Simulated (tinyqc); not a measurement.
Scaling with the misfit: strain-driven roughening and islands of a mismatched epitaxial film. Computed by tinyqc, a small Python program. Command: `OMP_NUM_THREADS=1 python tinyqc.py 3027112 3027113 out.jsonl island walk`. One thread of a shared host (Intel(R) Xeon(R) Processor @ 2.30GHz), about 0.01 s of CPU time with the checks.

Film and substrate share isotropic elastic constants; the film is coherent and biaxially strained.

Inputs (values chosen for the exercise, modelled on Si(0.5)Ge(0.5) on Si):
```
quantity                                      value       unit
misfit |f|                                   0.0212          -
shear modulus G                                58.8        GPa
Poisson ratio nu                               0.27          -
surface energy gamma                           1.19      J/m^2
contact angle of the shallow shape theta_1     8.33    degrees
contact angle of the steep shape theta_2       31.5    degrees
facet energy of shape 1 over gamma           0.9985          -
facet energy of shape 2 over gamma             1.05          -
surface mobility D_s nu_s Omega^2/(k_B T)   9.6e-32  m^6/(J s)
```

Transport: surface diffusion.

Constants: e = 1.602176634e-19 C.

Method:
- M = 2 G (1 + nu)/(1 - nu); stress = M f; energy density w = M f^2.
- A ripple A cos(k x) has the surface chemical potential per volume [gamma k^2 - 2 (1 + nu) w k] A cos(k x), so k_c = 2 (1 + nu) w/gamma. With surface diffusion the amplitude grows at the rate q = B k^2 [2 (1 + nu) w k - gamma k^2], fastest at k_m = (3/4) k_c. B is the surface mobility.
- Shallow faceted island (Tersoff form): E = 4 Gam V^(2/3) tan^(1/3)(theta) - 6 c V tan(theta), Gam = gamma [x/sin(theta) - 1/tan(theta)], x the facet energy over gamma, c = stress^2 (1 - nu)/(2 pi G).
- The barrier is the maximum of E, at V_c = [4 Gam/(9 c)]^3 / tan^2(theta) (1 GPa nm = 1 J/m^2).
- V_c = [4 Gam/(9 c)]^3/tan^2(theta), barrier = (4/3) Gam V_c^(2/3) tan^(1/3)(theta); the growth time is 1/q at k_m.

fastest wavelength = 42.6847 nm

growth time 1/q at k_m = 0.0559334 s

critical volume, shape 1 = 32.7506 nm^3

barrier, shape 1 = 3.33765 eV

Misfit scaled at fixed constants:
```
|f| (%)  fastest wavelength (nm)  growth time (s)  V_c of shape 1 (nm^3)  barrier of shape 1 (eV)
0.530                     682.95       3.6657e+03             1.3415e+05               8.5444e+02
0.742                     348.45       2.4839e+02             1.7816e+04               2.2242e+02
1.060                     170.74       1.4319e+01             2.0960e+03               5.3402e+01
1.484                      87.11       9.7026e-01             2.7838e+02               1.3901e+01
2.120                      42.68       5.5933e-02             3.2751e+01               3.3377e+00
2.968                      21.78       3.7901e-03             4.3496e+00               8.6882e-01
```

What does the comparison show, and why?

Halving the misfit stretches the wavelength 4 times, the barrier 16 times, the volume 64 times and the time 256 times: f^(-2), f^(-4), f^(-6), f^(-8). Over these rows the time spans 6.0 decades: strongly mismatched films tend to roughen first, while dilute alloys have time to stay flat. Rows with wavelengths under 10 nm or volumes under 5 nm^3 are beyond the continuum picture.

Extremes, crossings and ranges named in words are read from the listed rows.
